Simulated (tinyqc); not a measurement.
Inside a calculation. Model: Monte Carlo simulation of one carrier in a uniform electric field. Computed by tinyqc, a small Python program that keeps every step. Command: `OMP_NUM_THREADS=1 python tinyqc.py 3026622 3026623 out.jsonl mcfl walk`. One thread of a shared host (Intel(R) Xeon(R) Processor @ 2.30GHz), about 3 s of CPU time with the checks. Intermediate numbers are printed to about 6 digits and carried at full precision; extremes and crossings named in words are read from the listed rows.

The force e F acts along +z. Flights end at the constant total rate Gamma; the part of Gamma that the real rates do not fill is self-scattering, which leaves k unchanged. One valley, no impurities and no intervalley scattering.

Inputs (values chosen for the exercise, modelled on CdTe):

| quantity | value | unit |
|---|---|---|
| effective mass m | 0.0936 | m_0 |
| static permittivity eps_s | 10.2 | - |
| high-frequency permittivity eps_inf | 7.1 | - |
| density rho | 5850 | kg/m^3 |
| sound velocity v_l | 3350 | m/s |
| acoustic deformation potential D_A | 5.7 | eV |
| optical phonon energy hbar w | 21 | meV |
| lattice temperature T | 300 | K |
| electric field F | 0.084 | kV/cm |
| energy E_max up to which Gamma must cover the rates | 0.4 | eV |
| seed of the random numbers | 78004 | - |

Crystal: polar. Band: parabolic.

starting wave vector (1/nm): -0.2  0.083  -0.15

Constants: k_B = 1.380649e-23 J/K; e = 1.602176634e-19 C; hbar = 1.054571817e-34 J s; m_0 = 9.1093837015e-31 kg; hbar = 6.582119569e-16 eV s; eps_0 = 8.8541878128e-12 F/m; k_B = 8.617333262e-05 eV/K.

## Total rate Gamma

Parabolic band: E = hbar^2 k^2/(2 m), speed v = hbar k/m, states per spin, volume and energy g(E) = m k/(2 pi^2 hbar^2). Masses are multiplied by m_0 and all formulas are in SI units. Phonon occupation N_q = 1/(exp(hbar w/(k_B T)) - 1). Acoustic deformation potential (elastic, equipartition, absorption and emission together): 1/tau = 2 pi k_B T D_A^2 g(E)/(hbar rho v_l^2). Polar optical, unscreened: W = e^2 w (1/eps_inf - 1/eps_s) m (1 + 2 alpha E') ln|(k + k')/(k - k')| / (4 pi eps_0 hbar^2 k), times N_q for absorption (E' = E + hbar w) and N_q + 1 for emission (E' = E - hbar w > 0), with alpha = 0 for a parabolic band; mean cosine of the angle <cos> = (k^2 + k'^2)/(2 k k') - 1/ln|(k + k')/(k - k')|. Gamma is 1.05 times the largest total rate on the grid E = (j + 1/2) E_max/400, j = 0..399.

largest total rate = 38.7466 1e12/s

energy of the largest rate = 57.5 meV

Gamma = 40.6839 1e12/s

## Flight 1

Random numbers (0.02 to 0.98, from up to 60 sets tried for early real events), one row a flight:
```
       r1      r2      r3      r4
1  0.6234  0.3451  0.7265  0.8807
2  0.1743  0.1174  0.1689  0.6150
3  0.9423  0.3335  0.3784  0.8597
4  0.7583  0.8565  0.6959  0.1134
5  0.7523  0.5714  0.3990  0.8369
6  0.6542  0.1485  0.6957  0.8108
7  0.3291  0.4486  0.9032  0.2082
```

Flight: t = -ln(r1)/Gamma; k_z grows by e F t/hbar; E follows from the band; dz = (E_end - E_start)/(e F). Use row 1 of the random numbers.

flight time t = 11.6156 fs

k at the end of the flight (1/nm): -0.200000  0.083000  -0.149852

energy at the end = 28.2267 meV

displacement dz = -2.15391 nm

## Scattering event 1

Choice: with cumulative rates in the order acoustic, absorption, emission, the process is the first whose sum exceeds r2 Gamma; if none, self-scattering. Final state: E' = E, E + hbar w or E - hbar w gives k'. Isotropic processes: cos(theta) = 1 - 2 r3 from the z axis, phi = 2 pi r4, k' (sin theta cos phi, sin theta sin phi, cos theta). Polar processes: cos(b) = [1 + xi - (1 + 2 xi)^r3]/xi, xi = 2 k k'/(k - k')^2, b from the old direction n; new direction cos b n + sin b (cos phi e1 + sin phi e2), e1 = (z x n)/|z x n|, e2 = n x e1.

cumulative rates (1e12/s): acoustic 0.3206, absorption 14.8105, emission 33.1950

r2 Gamma = 14.0400 1e12/s

Process chosen: absorption

k after event 1, the start of the next flight (1/nm): -0.066743  -0.230633  -0.251573

## Flight 2

Use row 2 of the random numbers.

flight time t = 42.9402 fs

k at the end of the flight (1/nm): -0.066743  -0.230633  -0.251025

energy at the end = 49.1145 meV

displacement dz = -13.3465 nm

## Scattering event 2

The formulas are those given above.

cumulative rates (1e12/s): acoustic 0.4230, absorption 13.8630, emission 38.5752

r2 Gamma = 4.77629 1e12/s

Process chosen: absorption

k after event 2, the start of the next flight (1/nm): -0.126810  -0.214737  -0.331750

## All printed flights

Drift estimate: sum dz / sum t.

Flights:

| flight | t (fs) | E at the end (meV) | dz (nm) | process | k_x (1/nm) | k_y (1/nm) | k_z (1/nm) |
|---|---|---|---|---|---|---|---|
| 1 | 11.6156 | 28.2267 | -2.1539 | absorption | -0.066743 | -0.230633 | -0.251573 |
| 2 | 42.9402 | 49.1145 | -13.3465 | absorption | -0.126810 | -0.214737 | -0.331750 |
| 3 | 1.4608 | 70.1095 | -0.5994 | emission | 0.022333 | -0.135877 | -0.318883 |
| 4 | 6.8006 | 49.0870 | -2.6818 | emission | 0.207787 | -0.155355 | -0.041119 |
| 5 | 6.9959 | 28.0840 | -0.3554 | emission | 0.088378 | -0.001158 | -0.097935 |
| 6 | 10.4302 | 7.0734 | -1.2625 | absorption | -0.161128 | 0.099539 | -0.181928 |
| 7 | 27.3177 | 28.0218 | -6.1410 | emission | -0.030322 | -0.014242 | 0.126997 |

drift estimate from these flights = -246749 m/s

0 of the 7 flights end in self-scattering. So few flights say little about the drift velocity: the estimate is noise at this length.

## Low-field mobility from the linear Boltzmann equation

On the grid E_j = (j + 1/2) hbar w/12 up to 20 k_B T + 2 hbar w, solve (sum of rates) l(E) = v(E) + W_abs <cos> l(E + hbar w) + W_em <cos> l(E - hbar w); mu_0 = e sum g v l exp(-E/k_B T)/(3 k_B T sum g exp(-E/k_B T)).

low-field mobility mu_0 = 1284.45 cm^2/(V s)

## Long runs: velocity against field

Each row: 250 carriers from a thermal start, 1600 flights each, the first half discarded, random numbers not printed; the error is the standard error over ten groups; the mean energy is taken at the ends of flights, which sample time evenly. Fields at which more than 0.02 % of the events exceed Gamma are left out.

Monte Carlo results:

| F (kV/cm) | drift velocity (1e5 m/s) | error (1e5 m/s) | mu_0 F (1e5 m/s) | mean energy (meV) | real events (%) |
|---|---|---|---|---|---|
| 0.021 | 0.0183 | 0.012 | 0.0026973 | 39.4 | 71.3 |
| 0.042 | 0.0194 | 0.013 | 0.0053947 | 39.4 | 71.3 |
| 0.084 | 0.0242 | 0.011 | 0.0107894 | 39.4 | 71.3 |
| 0.170 | 0.0323 | 0.012 | 0.0218356 | 39.8 | 71.2 |
| 0.340 | 0.0597 | 0.014 | 0.0436713 | 39.4 | 71.2 |

At the lowest field the drift velocity is 6.78 +/- 4.45 of the ohmic value mu_0 F, at the highest 1.37 +/- 0.32. The mean energy stays at 39 meV against the parabolic-band thermal value 3 k_B T/2 = 39 meV. Only 71 to 71 % of the events are real; the rest is the price of a constant Gamma.

Checks made by the program: energy gained in the printed flights against e F dz (relative difference 4e-10).
